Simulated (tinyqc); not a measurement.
## Gate sheet resistance from two finger widths

Inverse problem. At low frequency R = Rsh Wf/(3 L) + B/Wf, where B collects the channel and vertical terms. Find Rsh, B and the width of lowest R.

Values chosen for this exercise:
- L = 1.1 um (channel length)

input resistance of single fingers, contacted at one end, of width 1.1 and 11 um (ohm): [170.30303, 83.030303]

Solution. R Wf is a straight line in Wf^2; the minimum of R lies where both terms are equal.

Rsh = 20.0 ohm/square
B = 180 ohm um
width of lowest R = 5.45 um

Program tinyqc, `OMP_NUM_THREADS=1 python tinyqc.py 2262187 2262188 out.jsonl`; Intel Xeon 2.30GHz, shared host, one thread, about 0.01 s.
